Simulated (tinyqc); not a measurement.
Monte Carlo simulation of one carrier in a uniform electric field: one step, computed by the program tinyqc. Command: `OMP_NUM_THREADS=1 python tinyqc.py 3008191 3008192 out.jsonl mcfl walk`. One thread of a shared host (Intel(R) Xeon(R) Processor @ 2.30GHz), about 1 s of CPU time with the checks.

The force e F acts along +z. Flights end at the constant total rate Gamma; the part of Gamma that the real rates do not fill is self-scattering, which leaves k unchanged. One valley, no impurities; equivalent final valleys enter only through Z_f in the optical rate.

Task: Flight 1. Kane band: hbar^2 k^2/(2 m) = E (1 + alpha E), speed v = hbar k/(m (1 + 2 alpha E)), states per spin, volume and energy g(E) = m k (1 + 2 alpha E)/(2 pi^2 hbar^2); overlap factors are set to 1. Masses are multiplied by m_0 and all formulas are in SI units. Flight: t = -ln(r1)/Gamma; k_z grows by e F t/hbar; E follows from the band; dz = (E_end - E_start)/(e F). Use row 1 of the random numbers.

Inputs (values chosen for the exercise, modelled on electrons in germanium): effective mass m = 0.221 m_0; non-parabolicity alpha = 0.6 1/eV; lattice temperature T = 300 K; electric field F = 9.9 kV/cm.

Crystal: non-polar. Band: Kane.

starting wave vector (1/nm): [0.018, -0.1, 0.18]

Random numbers (0.02 to 0.98, from up to 60 sets tried for early real events), one row a flight, columns r1, r2, r3, r4:
$$\begin{pmatrix}
0.6522 & 0.0249 & 0.9049 & 0.8914 \\
0.4975 & 0.5956 & 0.0836 & 0.4792 \\
0.7169 & 0.5719 & 0.3739 & 0.9584 \\
0.9462 & 0.5755 & 0.9022 & 0.9030 \\
0.9373 & 0.7633 & 0.1004 & 0.4084 \\
0.5811 & 0.5886 & 0.2171 & 0.3009 \\
0.3198 & 0.7789 & 0.9019 & 0.5266
\end{pmatrix}$$

Gamma = 53.38383 1e12/s

Constants: e = 1.602176634e-19 C; hbar = 1.054571817e-34 J s; m_0 = 9.1093837015e-31 kg.

Give: flight time t; k at the end of the flight; energy at the end; displacement dz.

Result:

flight time t = 8.0062 fs

k at the end of the flight (1/nm): [0.01800, -0.10000, 0.19204]

energy at the end = 8.0985 meV

displacement dz = 0.77301 nm
